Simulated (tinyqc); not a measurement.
Inputs raised by 10 %, one at a time: vibrations of a mass or spring defect in a linear chain. Computed by tinyqc, a small Python program. Command: `OMP_NUM_THREADS=1 python tinyqc.py 3003085 3003086 out.jsonl localmode sens`. One thread of a shared host (Intel(R) Xeon(R) Processor @ 2.30GHz), about 0.04 s of CPU time with the checks.

A ring of N atoms with nearest-neighbour springs k and motion along the chain. Atom 1 is the defect, of mass M', and its two springs are k'. Odd sites are A (the defect replaces an A atom), even sites B.

Inputs (values chosen for the exercise, for a model chain): spring constant k = 7.23 eV/angstrom^2; mass M_A = 28.5 u; mass M_B = 74.6 u; defect mass M' = 14.8 u; spring ratio k'/k at the defect = 1; isotope mass step = 2 u.

Host: diatomic.

Constants: nu for 1 eV/(angstrom^2 u) = 15.6333042 THz.

Method:
- Host bands: lambda from 0 to 2k/M(heavy) and from 2k/M(light) to 2k (1/M_A + 1/M_B).
- nu = 15.6333042 THz x sqrt(lambda), lambda in eV/(angstrom^2 u).
- D_ii = (sum of the two springs at i)/M_i, D_ij = -k_ij/sqrt(M_i M_j) for neighbours, closed into a ring.
- The same matrix for 120 atoms; amplitudes are the mass-weighted eigenvector, in size, relative to the defect, for the highest mode; its weight is the squared component of the normalised eigenvector on the defect.
- Raise M' by the isotope step in the 120-atom ring. First order, good only for a step much smaller than M': Delta nu/nu = -(1/2) (weight on the defect) Delta M'/M'; a defect vibrating against fixed neighbours would give sqrt(M'/(M' + step)) - 1.

Runs; columns: (1) input moved; (2) from; (3) to; (4) highest frequency, long ring (THz); (5) weight of the highest mode on the defect; (6) ratio to the top of the host band; (7) shift, exact (%):
```
(1)                                 (2)    (3)     (4)      (5)     (6)      (7)
base run                              -      -  16.310  0.87566  1.2459  -5.3184
spring constant k (eV/angstrom^2)  7.23  7.953  17.106  0.87566  1.2459  -5.3184
mass M_A (u)                       28.5  31.35  16.304  0.87924  1.2885  -5.3495
mass M_B (u)                       74.6  82.06  16.225  0.88847  1.2553  -5.4044
defect mass M' (u)                 14.8  16.28  15.650  0.85532  1.1955  -4.7451
spring ratio k'/k at the defect       1    1.1  17.088  0.88252  1.3054  -5.3737
```

Exponents ln(y'/y) / ln(x'/x); columns: (1) input; (2) highest frequency, long ring; (3) weight of the highest mode on the defect; (4) ratio to the top of the host band; (5) shift, exact:
```
(1)                                 (2)     (3)     (4)     (5)
spring constant k                 0.500   0.000   0.000   0.000
mass M_A                         -0.004   0.043   0.353   0.061
mass M_B                         -0.055   0.152   0.079   0.168
defect mass M'                   -0.433  -0.247  -0.433  -1.197
spring ratio k'/k at the defect   0.489   0.082   0.489   0.109
```

Which inputs matter most for each result?

Among the inputs moved here: highest frequency, long ring answers most in size to spring constant k (exponent +0.500), next to spring ratio k'/k at the defect (+0.489). Its exponent +0.500 in spring constant k: all frequencies scale as sqrt(k). Weight of the highest mode on the defect answers most in size to defect mass M' (exponent -0.247), next to mass M_B (+0.152); its exponent is below 0.0005 for spring constant k. Ratio to the top of the host band answers most in size to spring ratio k'/k at the defect (exponent +0.489), next to defect mass M' (-0.433); its exponent is below 0.0005 for spring constant k. Its exponent 0.000 in spring constant k: ratios do not depend on k. shift, exact answers most in size to defect mass M' (exponent -1.197), next to mass M_B (+0.168); its exponent is below 0.0005 for spring constant k.

Extremes, crossings and ranges named in words are read from the listed rows.
